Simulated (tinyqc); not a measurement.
Level against strength of the defect: Koster-Slater impurity in an sp3s* host.

sp3s* tight binding, nearest neighbours only: anion (a) at 0, cation (c) at a/4 (1,1,1), orbitals s, px, py, pz, s* on each; k in units of 2 pi/a. With phases e_j = exp(i (pi/2) k.n_j) for n = (1,1,1), (1,-1,-1), (-1,1,-1), (-1,-1,1): g0 = (e1+e2+e3+e4)/4, g1 = (e1+e2-e3-e4)/4, g2 = (e1-e2+e3-e4)/4, g3 = (e1-e2-e3+e4)/4. The diagonal holds the levels Esa, Epa, Exa (s*) and Esc, Epc, Exc. Anion-cation block: <sa|sc> = Vss g0; <sa|xc> = Vsapc g1; <xa|sc> = -Vscpa g1; <xa|xc> = Vxx g0; <xa|yc> = <ya|xc> = Vxy g3, <xa|zc> = <za|xc> = Vxy g2, <ya|zc> = <za|yc> = Vxy g1; <s*a|xc> = Vxapc g1; <xa|s*c> = -Vpaxc g1; y and z take g2 and g3 in place of g1; s-s* and s*-s* vanish.

A defect on an anion site (a) shifts the s level there by Vs or the three p levels by Vp and leaves the rest. A level in the gap solves 1/Vs = G_s(E) (symmetry A1) or 1/Vp = G_p(E) (T2, threefold), with G(E) = (1/N^3) sum over k and bands of w/(E - e), where w is the weight of the state on the s orbital of that site, or the mean weight on its px, py, pz. Mesh: k = f1 (-1,1,1) + f2 (1,-1,1) + f3 (1,1,-1), f = (j + 1/2)/N, j = 0 to N - 1. Energies from the top of the valence band at Gamma; the s* orbital of the site is left as it is. An infinite shift removes the s or p orbitals, the model of the ideal vacancy: G(E) = 0.

Values chosen for the exercise (out of a larger set: near a published set for GaP; not measured data): p = (-8.164, 1.116, -2.202, 4.143, 8.498, 7.126, -7.417, 2.136, 5.198, 4.323, 6.282, 4.637, 5.073) eV (order Esa, Epa, Esc, Epc, Exa, Exc, Vss, Vxx, Vxy, Vsapc, Vscpa, Vxapc, Vpaxc); N = 4 (mesh).

Eg (smallest gap of the host) = 2.35962 eV

A dash: no level in the gap from 0 to Eg. The last row is the ideal vacancy.

Levels (eV above the valence band):
```
shift (eV)     A1     T2
-40         1.443  2.183
-20         1.670  2.288
-12         1.866      -
-8          2.018      -
-5          2.168      -
-3          2.285      -
+3              -      -
+5              -  0.243
+8              -  0.759
+12             -  1.183
+20             -  1.556
+40         0.550  1.815
vacancy     1.095  2.027
```

What does the comparison show, and why?

A1: a level lies in the gap for the attractive shifts -3, -5, -8, -12, -20 and -40 eV and for the repulsive +40 eV; both branches tend to the vacancy level, 1.095 eV, which pins them. T2: a level lies in the gap for the attractive shifts -20 and -40 eV and for the repulsive +5, +8, +12, +20 and +40 eV; both branches tend to the vacancy level, 2.027 eV, which pins them. A level passes the edges where the shift equals 1/G, a value that is sensitive to the mesh there: on this one 1/G(0) = 23.2 and 1/G(Eg) = -1.8 eV for s, 3.7 and -12.5 eV for p.

Run: tinyqc, `OMP_NUM_THREADS=1 python tinyqc.py 1451986 1451987 out.jsonl`; Intel(R) Xeon(R) Processor @ 2.30GHz, one thread, shared host; about 0.01 s of CPU time with all checks.
